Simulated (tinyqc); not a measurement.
Coupled-perturbed Hartree-Fock on RHF in the sto-6g basis, for BeH2, spin multiplicity 1, step by step. One step of it, computed by the program tinyqc.

Problem. Orthogonalisation. S = U s U^T; symmetric (Loewdin) form X = U s^(-1/2) U^T, so that X^T S X = 1.

overlap S, lower triangle:
```
           1Be 1s    1Be 2s   1Be 2px    1Be 2py   1Be 2pz     2H 1s     3H 1s
1Be 1s   1.000000
1Be 2s   0.254764  1.000000
1Be 2px  0.000000  0.000000  1.000000
1Be 2py  0.000000  0.000000  0.000000   1.000000
1Be 2pz  0.000000  0.000000  0.000000   0.000000  1.000000
2H 1s    0.092359  0.506726  0.000000   0.553970  0.005418  1.000000
3H 1s    0.090761  0.503436  0.000000  -0.552128  0.005365  0.055777  1.000000
```

Give: eigenvalues of S; X.

Solution.

eigenvalues of S: 0.189  0.299  0.925  1.000  1.000  1.755  1.831

X, lower triangle:
```
         1Be 1s  1Be 2s  1Be 2px  1Be 2py  1Be 2pz   2H 1s  3H 1s
1Be 1s    1.027
1Be 2s   -0.145   1.325
1Be 2px   0.000   0.000    1.000
1Be 2py   0.000   0.004    0.000    1.499
1Be 2pz   0.000   0.003    0.000    0.000    1.000
2H 1s     0.008  -0.371    0.000   -0.547   -0.004   1.407
3H 1s     0.009  -0.365    0.000    0.543   -0.004  -0.150  1.400
```
